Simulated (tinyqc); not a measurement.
Trench capacitor in an array: capacitance, non-linearity, leakage and relaxation: one step of the calculation.

A film between two metal electrodes, each interface adding a series capacitance ci. The small-signal permittivity is ek (1 + aq E^2); the field is found with the linear permittivity. Leakage J = J0 sinh(E/Ef). After a voltage step the film passes a relaxation current kr C V tt^(-nr), tt being the time in seconds. The sidewall is a coaxial capacitor with radii a = dm/2 - t and b = dm/2, depth AR dm; the end face is left out.

Question. Cell capacitance, fields and time constant. Per length 1/c = ln(b/a)/(2 pi eps0 ek) + (1/a + 1/b)/(2 pi ci); cell capacitance c AR dm; per footprint over pt^2; fields c V/(2 pi eps0 ek r) at r = a and b; resistance of the inner electrode rho AR dm/(pi a^2); time constant R C/3 of the distributed line.

Inputs (values chosen for the exercise); permittivity of the order of that of silicon nitride:
- ek = 7.26 (relative permittivity of the film)
- t = 15 nm (film thickness)
- ci = 1000 uF/cm^2 (capacitance of each electrode interface (dead layer and screening))
- V = 1 V (bias)
- dm = 180 nm (diameter of the hole)
- AR = 30 (aspect ratio, depth over diameter)
- pt = 300 nm (pitch of the square array)
- rho = 1300 uohm cm (resistivity of the inner electrode)

Constants: eps0 = 8.8541878128e-14 F/cm where lengths are in cm. Results are converted to the units shown.

Give: a; b; cell capacitance; capacitance per footprint; field at a; field at b; R; R C/3.

Answer.

a = 75.000 nm
b = 90.000 nm
cell capacitance = 11.952 fF
capacitance per footprint = 13.280 uF/cm^2
field at a = 0.73068 MV/cm
field at b = 0.60890 MV/cm
R = 3.9725 kohm
R C/3 = 15.827 ps

The array gives 31.0 times the planar capacitance per footprint; curvature makes the field at the inner electrode 1.10 times the planar value.

Computed by the program tinyqc: `OMP_NUM_THREADS=1 python tinyqc.py 2102129 2102130 out.jsonl`, one thread of a shared Intel Xeon 2.30GHz, about 0.01 s for the whole run.
